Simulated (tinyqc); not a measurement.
Slope factor and drain-induced lowering from three currents.

Inverse problem. With source and body at 0 V, I = A exp((Vg + dd Vd)/(nf Vt)) (1 - exp(-Vd/Vt)). Find nf, the swing nf Vt ln 10 and dd.

Parameters, values chosen for the exercise: temperature T = 300 K.

Constants: q = 1.602176634e-19 C, kB = 1.380649e-23 J/K, Vt = kB T/q. Results are converted to the units shown.

currents at (Vg, Vd) = (0, 0.05), (0, 0.9) and (0.05, 0.9) V (nA/um): 3.7354438e-4  0.0044072641  0.019970558

Answer. The pair at equal Vd gives nf; the pair at equal Vg, after dividing out the factors 1 - exp(-Vd/Vt), gives dd.

nf = 1.280
swing = 76.19 mV/decade
dd = 0.09000

Program tinyqc, `OMP_NUM_THREADS=1 python tinyqc.py 2242142 2242143 out.jsonl`; Intel Xeon 2.30GHz, shared host, one thread, about 0.04 s.
